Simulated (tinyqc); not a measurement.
# Programming of a floating-gate cell by Fowler-Nordheim tunnelling: two studies

Per tunnel area the floating gate has Ctun = 3.9 eps0/tox to the channel (0 V) and Ccg to the control gate, Ct = Ctun/(1 - ag), no other coupling. With the threshold shift U = -Q/Ccg the field is F = ag (Vg - U)/tox, and dU/dt = J/Ccg. Fowler-Nordheim: J = A F^2 exp(-B/F), A = q^2/(16 pi^2 hbar mo phi) (times 1e14 for A/cm^2 with F in V/nm, emitter mass m0), B = (4/3) sqrt(mo/C) phi^1.5, C = hbar^2/(2 m0).

Values chosen for this exercise; oxide values close to those of silicon dioxide:
```
symbol  value  unit                       meaning
phi      3.13    eV                tunnel barrier
mo       0.43    m0               tunnelling mass
tox       8.3    nm        tunnel oxide thickness
ag        0.6               coupling ratio Ccg/Ct
Vt0      -1.4     V  threshold shift at the start
Vg       14.6     V          control-gate voltage
```

Constants: q = 1.602176634e-19 C, hbar = 1.054571817e-34 J s, m0 = 9.1093837015e-31 kg, eps0 = 8.8541878128e-14 F/cm where lengths are in cm, hbar^2/(2 m0) = 0.0380998212 eV nm^2. Results are converted to the units shown.

Each table varies one quantity; the others keep the values above.

## Threshold shift against time

Exact: exp(B/F(t)) = exp(B/F(0)) + K t, K = A B ag/(Ccg tox), and U = Vg - tox F/ag.

Results:
```
t (s),F (V/nm),J (A/cm^2),U (V),dU/dlog10 t (V)
2.2e-7,1.155,0.07166,-1.374,0.05817
1.1e-6,1.148,0.06234,-1.280,0.2530
5.8e-6,1.122,0.03636,-0.9251,0.7781
3e-5,1.069,0.01097,-0.1884,1.214
0.00016,1.003,0.002107,0.7224,1.244
0.00081,0.9425,3.788e-4,1.562,1.132
0.0042,0.8873,6.514e-5,2.326,1.009
0.11,0.7945,1.997e-6,3.609,0.8105
0.58,0.7543,3.414e-7,4.165,0.7307
```

Estimate the missing row, t = 0.022 s.

Computed row:
```
t (s),F (V/nm),J (A/cm^2),U (V),dU/dlog10 t (V)
0.022,0.8377,1.110e-5,3.012,0.9008
```

With this row back in the table: U rises from -1.37 to 4.17 V, while J falls by 5.32 decades, at the end as t^(-1.06). Well past t0 = 6.26e-6 s the stored charge chokes the field and U gains only 0.731 V a decade.

## Programming by a staircase of pulses

Same model as above.

Pulse i = 1, 2, ... has the height 13.1 V + (i - 1) 0.5 V and lasts 15 us; each starts from the U that the last one left.

Programming by a staircase of pulses:
```
N,last pulse (V),U (V),gain of the last pulse (V),F at its end (V/nm)
1,13.10,-1.259,0.1406,1.038
2,13.60,-1.019,0.2405,1.057
3,14.10,-0.6783,0.3405,1.068
4,14.60,-0.2639,0.4145,1.074
6,15.60,0.6747,0.4805,1.079
8,16.60,1.662,0.4960,1.080
11,18.10,3.159,0.4996,1.080
14,19.60,4.659,0.5000,1.080
18,21.60,6.659,0.5000,1.080
```

Read the table: what changes, and by how much?

The gain of a pulse rises from 0.141 to 0.500 V and settles at the step of 0.5 V: the field at the end of a pulse becomes steady, 1.08 V/nm, so U follows the gate one to one whatever it started from. It is within 5 % of the step from pulse 6 on among the rows. In every row the field stays above 10 MV/cm, which wears the oxide.

Range of the model: Programming fields of 10 MV/cm and more wear the oxide; trapping and the channel potential are ignored.

Program tinyqc, `OMP_NUM_THREADS=1 python tinyqc.py 2130019 2130020 out.jsonl`; Intel Xeon 2.30GHz, shared host, one thread, about 0.01 s.
